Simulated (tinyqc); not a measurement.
Decay of LO phonons and the hot-phonon bottleneck in the cooling of electrons: one step, computed by the program tinyqc. Command: `OMP_NUM_THREADS=1 python tinyqc.py 3012934 3012935 out.jsonl hotphonon walk`. One thread of a shared host (Intel(R) Xeon(R) Processor @ 2.30GHz), about 0.01 s of CPU time with the checks.

n(E, T) = 1/(exp(E/(k_B T)) - 1) is the Bose occupation. Electrons have a temperature T_e; the LO modes within their reach share one occupation N; the decay products stay at the lattice temperature.

Question. Lifetime and Raman width. Decay rate 1/tau = (1/tau_0) [1 + 2 n(hbar omega/2)]. Full width Gamma = 1/(2 pi c tau) in 1/cm, c in cm/s.

Inputs (values chosen for the exercise, modelled on aluminium nitride): LO energy hbar omega = 109 meV; lifetime at T = 0, tau_0 = 1.7 ps; lattice temperature T = 300 K.

Decay channel: two equal phonons (Klemens).

Constants: k_B = 8.617333262e-05 eV/K; c = 299792458 m/s.

Give: thermal factor tau_0/tau; phonon lifetime tau; Raman width Gamma; equilibrium LO occupation N_0.

Answer.

thermal factor tau_0/tau = 1.2765

phonon lifetime tau = 1.3318 ps

Raman width Gamma = 3.9863 1/cm

equilibrium LO occupation N_0 = 0.014974

Stimulated decay shortens the lifetime by 22 %.
